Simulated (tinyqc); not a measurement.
# MOSFET in saturation, small-signal circuit and noise, step by step

Numbers from tinyqc (`OMP_NUM_THREADS=1 python tinyqc.py 2150118 2150119 out.jsonl`; about 0.01 s on one thread of a shared Intel Xeon 2.30GHz). Printed values are rounded.

Bias by the inversion coefficient IC = I/Ispec (charge-based model with velocity saturation; weak inversion below 0.1, strong above 10). Common-source circuit: gm, gds, Cgs, Cgd and Cj at the inner nodes, Rg in series with the gate; quasi-static, no source or drain resistance, no gate-body capacitance, no substrate network, no induced gate noise, so fmax is an upper estimate.

Parameters, values chosen for the exercise: temperature T = 250 K; gate length L = 350 nm; total gate width W = 20 um; gate capacitance Cox = 0.85 uF/cm^2; mobility mu = 120 cm^2/(V s); slope factor n = 1.37; velocity-saturation length Ls = 20 nm; ratio gds/gm sg = 0.0074; overlap and fringe capacitance per side Cov = 0.24 fF/um; drain junction capacitance Cj = 0.54 fF/um; sheet resistance of the gate Rsh = 15 ohm; finger width Wf = 2 um; gate contact and vertical resistance Rc = 50 ohm um; inversion coefficient IC = 12; short-channel excess of the noise factor gw = 0.04; oxide trap density Nt = 5.2e16 cm^-3 eV^-1; tunnelling length into the oxide lt = 0.1 nm; Coulomb scattering coefficient ac = 10000 V s/C; signal frequency f = 0.5 GHz.

Constants: q = 1.602176634e-19 C, kB = 1.380649e-23 J/K, Vt = kB T/q. Results are converted to the units shown.

Range of the model: fmax exceeds 4 fT, where channel resistance and substrate losses, left out here, would cap it.

## Current, transconductance and gain

Ispec = 2 n mu Cox (W/L) Vt^2, lc = Ls/L, gms = [sqrt((lc IC + 1)^2 + 4 IC) - 1]/[2 + lc (lc IC + 1)], gm = gms Ispec/(n Vt), gds = sg gm.

Ispec = 7.41205 uA
I = 88.9446 uA
gms = 2.92432
gm = 0.734396 mS
gds = 0.00543453 mS
gm/I = 8.25677 1/V

gm/I is 24.4 % of its weak-inversion limit 1/(n Vt); without velocity saturation (lc = 0) gms would be 3.00.

## Capacitances, gate resistance and cut-off frequencies

qs = [sqrt(1 + 4 IC) - 1]/2, Cgs = Cox W L qs (2 qs + 3)/(3 (qs + 1)^2) + Cov W, Cgd = Cov W, Cd = Cj W, Rg = Rsh (Wf/L)/(12 Nf) + Rc/W with Nf = W/Wf fingers (not rounded) contacted at both ends. fT = gm/(2 pi (Cgs + Cgd)), fmax = fT/(2 sqrt(Rg (gds + 2 pi fT Cgd))).

Cgs = 38.2687 fF
Cgd = 4.8 fF
Cd = 10.8 fF
Rg = 3.21429 ohm
fT = 2.71386 GHz
fmax = 81.0124 GHz

Overlap and fringe make up 22.3 % of the gate capacitance; fmax is 29.9 times fT.

## Admittance matrix

Inner admittances at w = 2 pi f: y11 = i w (Cgs + Cgd), y12 = -i w Cgd, y21 = gm - i w Cgd, y22 = gds + i w (Cgd + Cd). Invert to Z, add Rg to Z11 and invert back to Y.

inner y (mS):
```
                    1                   2
1  0.000000+0.135304i  0.000000-0.015080i
2  0.734396-0.015080i  0.005435+0.049009i
```

Y with Rg (mS):
```
                    1                    2
1  0.000059+0.135304i  -0.000007-0.015080i
2  0.734389-0.015399i   0.005435+0.049044i
```

## Current gain and unilateral power gain

|h21| = |Y21/Y11|; U = |Y21 - Y12|^2/(4 [Re Y11 Re Y22 - Re Y12 Re Y21]). Extrapolated at 20 dB a decade: f |h21| and f sqrt(U).

|h21| = 5.42887
U = 26252.0
f |h21| = 2.71444 GHz
f sqrt(U) = 81.0124 GHz

f |h21| is 0.021 % above the formula for fT, and f sqrt(U) within 0.01 % of that for fmax.

## Noise at the gate

Channel noise Sid = 4 kB T gam n gm with gam = (1/2 + (2/3) qs)/(1 + qs) + gw lc IC, qs = [sqrt(1 + 4 IC) - 1]/2, lc = Ls/L (the last term an empirical rise with velocity saturation); at the gate, white noise Sw = Sid/gm^2 + 4 kB T Rg. Number fluctuation with correlated mobility: S(f) = K/f, K = q^2 Vt lt Nt/(W L Cox^2) (1 + ac mu Cox I/gm)^2, Vt in eV with Nt per eV. Corner fc = K/Sw. Full shot noise would be 2 q I.

gam = 0.652429
Sid = 9.06289e-24 A^2/Hz
Sid/(2 q I) = 0.317985
sqrt(Sw) = 4.10465 nV/Hz^0.5
K = 7.17752e-12 V^2
fc = 0.426012 MHz

The gate resistance gives 0.26 % of the white noise power.
